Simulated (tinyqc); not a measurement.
# One rectangular barrier with mass mismatch, transfer matrices, step by step

Numbers from tinyqc (`OMP_NUM_THREADS=1 python tinyqc.py 2560107 2560108 out.jsonl`; about 0.01 s on one thread of a shared Intel Xeon 2.30GHz). Printed values are rounded.

One electron of energy E comes from the left lead (band edge 0); no transverse momentum. Parabolic bands, masses in units of m0, C = hbar^2/(2 m0); psi and psi'/m are continuous at every interface. The right lead equals the left one.

Values chosen for this exercise; masses and offsets close to those of InGaAs wells and InP barriers:
```
symbol,value,unit,meaning
mL,0.041,m0,mass in the left lead
U1,0.25,eV,barrier height
m1,0.081,m0,barrier mass
d1,1.6,nm,barrier width
E,0.089,eV,electron energy
```

Constants: q = 1.602176634e-19 C, hbar = 1.054571817e-34 J s, m0 = 9.1093837015e-31 kg, hbar^2/(2 m0) = 0.0380998212 eV nm^2. Results are converted to the units shown.

## Wave numbers

k = sqrt(m (E - U)/C) where E > U, K = sqrt(m (U - E)/C) where E < U; v = k/m in the leads.

Layers:
```
   U (eV)  m (m0)  d (nm)  k or K (1/nm)  which
1    0.25   0.081     1.6       0.585051      K
```

vL = 7.54817 1/nm
vR = 7.54817 1/nm

## Matrices of the layers

For the pair (psi, psi'/m) a flat layer has M = [[cos kd, (m/k) sin kd], [-(k/m) sin kd, cos kd]] with k = sqrt(m (E - U)/C) above its edge U, and M = [[cosh Kd, (m/K) sinh Kd], [(K/m) sinh Kd, cosh Kd]] with K = sqrt(m (U - E)/C) below it. M12 is in nm, M21 in 1/nm.

M of layer 1:
```
         1         2
1  1.47107  0.149374
2  7.79278   1.47107
```

## Transmission and reflection

The matrix M carries (psi, psi'/m) across the stack, and v = k/m in each lead. psi = 1 + r at the left edge (incident amplitude 1) and t at the right edge. With det M = 1, a = i vR M11 - M21 and b = -vL vR M12 - i vL M22: t = 2 i vL/(a - b), r = -(a + b)/(a - b), T(E) = (vR/vL) |t|^2, R(E) = |r|^2.

t = 0.679070+0.021948i
r = 0.023703-0.733363i
T(E) = 0.461617
R(E) = 0.538383

T(E) + R(E) = 1: the current is conserved.
